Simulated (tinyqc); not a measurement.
Coverage against grain size: equilibrium and kinetic segregation of a solute to boundaries and growing surfaces. Computed by tinyqc, a small Python program. Command: `OMP_NUM_THREADS=1 python tinyqc.py 3020686 3020687 out.jsonl segreg walk`. One thread of a shared host (Intel(R) Xeon(R) Processor @ 2.30GHz), about 0.01 s of CPU time with the checks.

Inputs (values chosen for the exercise, for a model alloy):

| quantity | value | unit |
|---|---|---|
| segregation energy Q | 0.167 | eV |
| interaction z w (positive attracts) | -0.069 | eV |
| total solute fraction x0 | 0.0039 | - |
| temperature T | 1075 | K |
| boundary thickness delta | 0.75 | nm |

Isotherm: Fowler-Guggenheim.

Constants: k_B = 8.617333262e-05 eV/K.

Method. With theta the solute fraction on boundary sites and x that in the grains, theta/(1 - theta) = [x/(1 - x)] exp[(Q + z w theta)/(k_B T)]. Finite grains: boundary sites are the fraction f = 3 delta/d, and x0 = (1 - f) x + f theta; solve both equations for theta; share at boundaries = f theta/x0.

At T:

| d (nm) | theta | x in the grains | share at boundaries (%) |
|---|---|---|---|
| 15 | 0.013306 | 0.0022401 | 51.177 |
| 30 | 0.016839 | 0.0028509 | 32.383 |
| 60 | 0.019392 | 0.0032964 | 18.646 |
| 120 | 0.020971 | 0.0035738 | 10.082 |
| 250 | 0.021894 | 0.0037366 | 5.052 |
| 500 | 0.022347 | 0.0038166 | 2.578 |
| 1000 | 0.022580 | 0.0038579 | 1.303 |
| 5000 | 0.022770 | 0.0038915 | 0.263 |

From the largest grains to the smallest the share at boundaries rises from 0.26 to 51 %, and x/x0 falls to 0.57. In the dilute limit x/x0 = 1/(1 - f + f exp(Q/(k_B T))), which gives 0.57 at 15 nm.

Extremes, crossings and ranges named in words are read from the listed rows.
